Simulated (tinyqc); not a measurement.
Growth of a silicide layer between metal and silicon: linear-parabolic kinetics, ramp anneals and Kissinger analysis. Changing the metal thickness h. Computed by tinyqc, a small Python program. Command: `OMP_NUM_THREADS=1 python tinyqc.py 3027735 3027736 out.jsonl silicide sweep`. One thread of a shared host (Intel(R) Xeon(R) Processor @ 2.30GHz), about 0.09 s of CPU time with the checks.

One compound layer of thickness x grows by diffusion through itself and reaction at an interface, dx/dt = 1/(2x/K + 1/v), until the metal is used up at x = a h.

Inputs (values chosen for the exercise, modelled on NiSi):

| quantity | value | unit |
|---|---|---|
| silicide formed per metal thickness a | 2.2 | - |
| silicon consumed per metal thickness b | 1.83 | - |
| prefactor of the parabolic constant K | 7.3e+13 | nm^2/s |
| activation energy E of K | 1.59 | eV |
| prefactor of the interface velocity v | 1.7e+13 | nm/s |
| activation energy E_v | 1.75 | eV |
| temperature T | 395 | C |
| time t | 530 | s |
| ramp rate beta | 0.3 | C/s |
| silicide resistivity | 17 | micro-ohm cm |
| junction depth x_j | 78 | nm |

Constants: k_B = 8.617333262e-05 eV/K.

Method:
- The silicide ends at the thickness a h.
- Silicon consumed b h, sheet resistance rho/(final thickness) with 1 micro-ohm cm/nm = 10 ohm; margin to the junction x_j - b h.
- K = K0 exp(-E/(k_B T)), v = v0 exp(-E_v/(k_B T)).
- Temperatures in kelvin are T(C) + 273.15.
- x^2/K + x/v = t, so x = (K/(2v)) [sqrt(1 + 4 v^2 t/K) - 1], capped at a h; completion time t_c = (a h)^2/K + a h/v, a h being the final thickness; crossover thickness K/v.
- Ramp from x = 0 at 100 C at the rate beta: dx/dT = (1/beta)/(2x/K + 1/v), integrated adaptively (tolerance 1e-9) until x = a h at T_f.

One run for each value:

| metal thickness h (nm) | completion time (s) | completion temperature T_f (C) | sheet resistance (ohm/square) | silicon consumed (nm) |
|---|---|---|---|---|
| 1.0 | 2.117e+00 | 329.7 | 77.27 | 1.830 |
| 1.9 | 4.133e+00 | 341.2 | 40.67 | 3.477 |
| 3.8 | 8.737e+00 | 354.4 | 20.33 | 6.954 |
| 7.3 | 1.845e+01 | 368.3 | 10.59 | 13.359 |
| 14.0 | 4.151e+01 | 384.1 | 5.52 | 25.620 |
| 27.0 | 1.030e+02 | 403.2 | 2.86 | 49.410 |
| 53.0 | 2.921e+02 | 427.1 | 1.46 | 96.990 |
| 100.0 | 8.578e+02 | 454.3 | 0.77 | 183.000 |
| 200.0 | 3.021e+03 | 489.2 | 0.39 | 366.000 |

Over the rows, completion time (s) rises from 2.12 to 3020 (exponent d ln y / d ln x 1.0 between the first rows and 1.8 between the last); completion temperature T_f (C) rises from 330 to 489; sheet resistance (ohm/square) falls from 77.3 to 0.386 (exponent d ln y / d ln x about -1.0 throughout). At the low end the exponent of completion time is 1.04, close to 1: interface control. The exponent of sheet resistance stays at -1: R_s = rho/(a h). A thicker film lowers R_s but eats further into the junction.

Caution (rows 1.00, 1.90, 3.80): so thin a film has a resistivity above the bulk value and tends to agglomerate.

Extremes, crossings and ranges named in words are read from the listed rows.
